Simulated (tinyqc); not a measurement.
# Absorption edge of a degenerate semiconductor, band filling against gap narrowing: two studies

n-type, parabolic bands, full ionisation. eta = (EF - Ec)/kB T solves N = Nc F12(eta), F12(x) = (2/sqrt(pi)) int_0^infinity sqrt(u)/(1 + exp(u - x)) du. The gap shrinks rigidly by dEg = a3 y^(1/3) + a4 y^(1/4) + a2 y^(1/2), y = N/1e18 cm^-3, an empirical law that is here taken as the true narrowing.

Parameters, values chosen for the exercise; band and dielectric values close to those of In0.53Ga0.47As:

| symbol | value | unit | meaning |
|---|---|---|---|
| T | 350 | K | temperature |
| Eg | 0.741 | eV | band gap |
| Nc | 2.55e17 | cm^-3 | conduction-band density of states at 350 K, from me |
| me | 0.0402 | m0 | electron mass |
| mh | 0.454 | m0 | hole mass |
| a3 | 10.3 | meV | coefficient of (N/1e18)^(1/3) |
| a4 | 7 | meV | coefficient of (N/1e18)^(1/4) |
| a2 | 4.2 | meV | coefficient of (N/1e18)^(1/2) |

Constants: q = 1.602176634e-19 C, kB = 1.380649e-23 J/K, Vt = kB T/q. Results are converted to the units shown.

Each table varies one quantity; the others keep the values above.

## The optical edge against doping

Vertical transitions need an empty final state: the edge is taken where the state lies 4 kB T below EF, E_opt = Eg - dEg + (1 + me/mh) max(eta - 4, 0) kB T; wavelength h c/(q E_opt).

Results:
```
N (cm^-3)        eta  dEg (meV)  filling shift (meV)  E_opt (eV)
4.5e16       -1.6724     7.7786                    0     0.73322
1.9e17     -0.033496     12.374                    0     0.72863
3.9e17       0.95454     15.680                    0     0.72532
8.1e17        2.2332     20.022                    0     0.72098
1.7e18        4.0706     25.762               2.3181     0.71756
3.4e18        6.6723     32.738               87.735     0.79600
7.1e18        11.031     42.414               230.85     0.92943
1.5e19        18.241     55.444               467.55      1.1531
3e19          28.999     71.391               820.76      1.4904
```

Estimate the missing row, N = 9.3e16 cm^-3.

Computed row:
```
N (cm^-3)       eta  dEg (meV)  filling shift (meV)  E_opt (eV)
9.3e16     -0.88037     9.8130                    0     0.73119
```

With this row back in the table: E_opt goes from 0.733 through a minimum of 0.718 (at N = 1.7e18 cm^-3 among the rows listed) to 1.49 eV, against Eg = 0.741 eV; the filling shift is 0 while eta is below 4. At the end narrowing grows as N^(0.36) and EF - Ec as N^(0.67). Filling therefore wins at high density. For N = 3.4e18, 7.1e18, 1.5e19, 3e19 EF lies more than 0.2 eV in the band, where non-parabolicity lowers it markedly.

## Approximations to the Fermi level

With u = N/Nc: Boltzmann ln u; Joyce-Dixon ln u + 0.353553 u - 4.95009e-3 u^2 + 1.48386e-4 u^3 - 4.42563e-6 u^4; degenerate limit (3 sqrt(pi) u/4)^(2/3). The Einstein ratio is D/(mu Vt) = F12/Fm, Fm(x) = dF12/dx = (1/sqrt(pi)) int_0^infinity u^(-1/2)/(1 + exp(u - x)) du.

Results:
```
N (cm^-3)      N/Nc       eta  Boltzmann  Joyce-Dixon  degenerate  D/(mu Vt)
1.6e16     0.062745   -2.7465    -2.7687      -2.7465     0.19090     1.0221
3.2e16      0.12549   -2.0312    -2.0755      -2.0312     0.30304     1.0442
6.3e16      0.24706   -1.3111    -1.3981      -1.3111     0.47602     1.0868
1.3e17      0.50980  -0.49475   -0.67373     -0.49475     0.77154     1.1777
4.9e17       1.9216    1.3152    0.65314       1.3152      1.8687     1.6458
9.6e17       3.7647    2.5936     1.3257       2.5936      2.9258     2.2113
1.9e18       7.4510    4.4177     2.0083       4.4156      4.6121     3.2248
3.7e18       14.510    7.0740     2.6748       7.0198      7.1923     4.8798
7.3e18       28.627    11.240     3.3544       9.9278      11.314     7.5930
```

Estimate the missing row, N = 2.5e17 cm^-3.

Computed row:
```
N (cm^-3)     N/Nc      eta  Boltzmann  Joyce-Dixon  degenerate  D/(mu Vt)
2.5e17     0.98039  0.32220  -0.019803      0.32220      1.1931     1.3375
```

With this row back in the table: Boltzmann is within 0.1 of eta up to N/Nc = 0.25, Joyce-Dixon within 0.01 up to 7.5, and the degenerate limit is off by 0.074 in the last row. The Einstein ratio rises from 1.02 to 7.59: degenerate carriers diffuse faster for the same mobility.

Range of the model: Band tails, non-parabolic bands and incomplete ionisation are left out.

Computed by the program tinyqc: `OMP_NUM_THREADS=1 python tinyqc.py 2330039 2330040 out.jsonl`, one thread of a shared Intel Xeon 2.30GHz, about 0.01 s for the whole run.
